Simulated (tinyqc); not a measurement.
# Changing the longitudinal mass m_l

Model: mobility of a non-polar semiconductor in the relaxation-time approximation. Computed by tinyqc, a small Python program. Command: `OMP_NUM_THREADS=1 python tinyqc.py 3028685 3028686 out.jsonl rta sweep`. One thread of a shared host (Intel(R) Xeon(R) Processor @ 2.30GHz), about 0.02 s of CPU time with the checks.

Each valley is treated as a sphere of mass m_d for states and rates, with one isotropic relaxation time; the conductivity mass m_c sets the current.

Inputs (values chosen for the exercise, modelled on holes in silicon): transverse mass m_t = 0.492 m_0; equivalent valleys Z = 1; non-parabolicity alpha = 0.31 1/eV; static permittivity eps_s = 11.7; density rho = 2329 kg/m^3; sound velocity v_l = 9180 m/s; acoustic deformation potential D_A = 5 eV; phonon energy hbar w = 65 meV; optical or intervalley deformation potential D_o = 8.3 1e8 eV/cm; final valleys Z_f = 1; carrier density n = 1.7e+15 1/cm^3; compensation ratio C = 0; temperature T = 250 K.

Band: Kane. Impurity formula: Brooks-Herring. Further scattering: none.

Constants: k_B = 8.617333262e-05 eV/K; m_0 = 9.1093837015e-31 kg; e = 1.602176634e-19 C; hbar = 1.054571817e-34 J s; eps_0 = 8.8541878128e-12 F/m; k_B = 1.380649e-23 J/K; hbar = 6.582119569e-16 eV s.

Method:
- m_d = (m_l m_t^2)^(1/3); 1/m_c = (1/m_l + 2/m_t)/3; Hall mass factor A = 3 K_m (K_m + 2)/(2 K_m + 1)^2, K_m = m_l/m_t; N_I = n (1 + C)/(1 - C).
- Kane band: hbar^2 k^2/(2 m) = E (1 + alpha E), speed v = hbar k/(m (1 + 2 alpha E)), states per spin, volume and energy g(E) = m k (1 + 2 alpha E)/(2 pi^2 hbar^2); overlap factors are set to 1. Here m = m_d. Masses are multiplied by m_0 and all formulas are in SI units.
- The reduced Fermi level eta = E_F/(k_B T) solves n = 2 Z int g f dE with f = 1/(1 + exp(x - eta)) (Z = 1 unless valleys are given); screening length L_s = sqrt(eps_s eps_0 k_B T/(e^2 dn/deta)), dn/deta = 2 Z int g f (1 - f) dE.
- Integrals over x = E/(k_B T) use 160 Gauss-Legendre points in u = sqrt(x) from 0 to sqrt(max(eta, 0) + 32).
- Phonon occupation N_q = 1/(exp(hbar w/(k_B T)) - 1).
- Acoustic deformation potential (elastic, equipartition, absorption and emission together): 1/tau = 2 pi k_B T D_A^2 g(E)/(hbar rho v_l^2).
- Optical or intervalley deformation potential: 1/tau = (pi Z_f D_o^2/(rho w)) [N_q g(E + hbar w) + (N_q + 1) g(E - hbar w)], with g = 0 below the band edge.
- Each optical term is multiplied by (1 - f(E'))/(1 - f(E)), E' the final energy, for Pauli blocking.
- Singly charged impurities, momentum relaxation: 1/tau = N_I e^4 m (1 + 2 alpha E) Phi/(8 pi (eps_s eps_0)^2 hbar^3 k^3), with alpha = 0 for a parabolic band.
- Brooks-Herring: Phi = ln(1 + b) - b/(1 + b), b = 4 k^2 L_s^2.
- mu = (m_d/m_c) (2 Z e/(3 n k_B T)) int g v^2 tau f (1 - f) dE.
- Averages over x are split at the emission threshold x_0 = hbar w/(k_B T): 64 Gauss-Legendre points in sqrt(x) below it and 128 in sqrt(x - x_0) above it, up to x = max(eta, 0) + 32.
- Rates are added at each energy before the average. With <y> = int g v^2 y f (1 - f) dE: Hall factor r_H = A (3 n k_B T/(2 Z m_d)) <tau^2/(1 + 2 alpha E)>/<tau>^2 (alpha = 0 for a parabolic band); Hall mobility r_H mu; |S| = (k_B/e) (<x tau>/<tau> - eta); resistivity 1/(n e mu).

One run for each value; columns: (1) longitudinal mass m_l (m_0); (2) drift mobility mu (cm^2/(V s)); (3) density-of-states mass m_d (m_0); (4) conductivity mass m_c (m_0); (5) Hall mass factor A; (6) Seebeck coefficient |S| (microvolt/K):
```
(1)    (2)    (3)     (4)     (5)    (6)
0.49  2111  0.491  0.4913  1.0000  872.0
0.70  1610  0.553  0.5461  0.9879  886.3
1.00  1257  0.623  0.5923  0.9584  900.7
1.40  1012  0.697  0.6277  0.9239  914.5
2.00   815  0.785  0.6572  0.8873  929.1
2.90   659  0.889  0.6803  0.8535  944.5
4.10   544  0.997  0.6962  0.8277  958.9
5.90   448  1.126  0.7085  0.8064  974.1
```

What does the table show, and why?

Over the rows, drift mobility mu (cm^2/(V s)) falls from 2110 to 448 (exponent d ln y / d ln x -0.76 between the first rows and -0.53 between the last); density-of-states mass m_d (m_0) rises from 0.491 to 1.13 (exponent d ln y / d ln x about 0.33 throughout); conductivity mass m_c (m_0) rises from 0.491 to 0.708 (exponent d ln y / d ln x 0.30 between the first rows and 0.048 between the last). m_c stays below 1.5 m_t = 0.738 however large m_l gets, while m_d keeps growing as m_l^(1/3); A falls from 1 towards 3/4.
